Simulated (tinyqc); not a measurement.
Convergence with the plane-wave basis: k.p theory built from an empirical-pseudopotential calculation at Gamma.

Empirical pseudopotential on the fcc lattice, atoms at +/- tau, tau = a (1,1,1)/8, no spin-orbit coupling. H(G,G') = c (2 pi/a)^2 |k + G|^2 delta + VS(q) cos(q.tau) + i VA(q) sin(q.tau), q = G - G', c = hbar^2/2m0; k and G in units of 2 pi/a; VS at |q|^2 = 3, 8, 11 and VA at 3, 4, 11, in rydberg, zero elsewhere. The basis holds all G with |G|^2 up to a cut-off. Energies are counted from the fourth level at Gamma.

For a multiplet A of d_A states, W(B) = (4 c/(3 d_A)) sum over n in A, m in B and i = x, y, z of |<n|G_i|m>|^2 (G in 1/angstrom, <n|G_i|m> = sum_G c_n(G)* G_i c_m(G)); the mean inverse mass of A is 1 + sum_B W(B)/(E_A - E_B). Multiplets with W = 0 are left out.

Valence parameters: D(u) = c + 4 c^2 sum_m <n|u.G|m><m|u.G|n'>/(0 - E_m) on the valence triplet, in units of c, has eigenvalues L, M, M along [100] and (L + 2M + 2N)/3, (L + 2M - N)/3 twice along [111]; g1 = -(L + 2M)/3, g2 = -(L - M)/6, g3 = -N/6.

Constants: hbar^2/2m0 = 3.80998211 eV angstrom^2; Ry = 13.60569312 eV.

Parameters, chosen for this exercise (out of a larger set: near those of Si; not measured data):
```
symbol  value                   unit      meaning
a       5.429                   angstrom  lattice constant
VS      (-0.216, 0.042, 0.081)  Ry        symmetric form factors
VA      (0, 0, 0)               Ry        antisymmetric form factors
```

E_s is the lowest empty singlet, Ep its W to the valence triplet, m its mass.

Results:
```
cut-off  plane waves  E_s (eV)  Ep (eV)  m (m0)    g1    g2    g3
8                 27     3.990    21.50  0.1571  4.27  0.42  1.50
11                51     4.075    21.35  0.1609  4.18  0.46  1.42
12                59     4.048    21.34  0.1602  4.32  0.43  1.46
16                65     4.048    21.34  0.1602  4.36  0.42  1.47
19                89     4.026    21.40  0.1591  4.34  0.44  1.47
20               113     3.992    21.45  0.1577  4.33  0.46  1.47
24               137     3.995    21.46  0.1577  4.33  0.45  1.48
```

How do the results move, and what explains it?

Against the last row, E_s errs most, by +0.081 eV, at cut-off 11, and by -0.003 eV in the last row but one. Ep varies by 0.8 % over the table and m by 2.4 %: the mass, near E_s/Ep, inherits the errors of both. Local form factors fix the converged values only roughly. The gap is a difference of two levels, so it need not converge steadily, and here it does not.

tinyqc: `OMP_NUM_THREADS=1 python tinyqc.py 1050876 1050877 out.jsonl`; about 0.3 s, one thread, shared Intel(R) Xeon(R) Processor @ 2.30GHz.
